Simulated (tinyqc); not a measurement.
Stress in a transistor channel from embedded alloy regions, liners and fins, by half-space elasticity: one step, computed by the program tinyqc.

Plane strain in an isotropic half-space, the same constants everywhere; x along the channel from its centre, y downwards from the free surface; stress is positive in tension.

Problem. Closed form at the surface. At x = y = 0 the integral is s_xx = -(4/pi) [E e/(1 - nu)] [arctan(2 d/L) - arctan(d/(L/2 + S))].

Inputs (values chosen for the exercise, modelled on silicon):
```
quantity                   value  unit
Young's modulus E            167   GPa
Poisson ratio nu            0.28     -
channel length L             108    nm
length of each stressor S    110    nm
recess depth d                50    nm
```

Stressor: Si(1-x)C(x) source and drain.

misfit e = -0.01104

Give: s_xx at the surface.

Solution.

s_xx at the surface = 1470.5 MPa

For fixed L and S it is largest at d = sqrt((L/2)(L/2 + S)) = 94.1 nm; d is short of that.
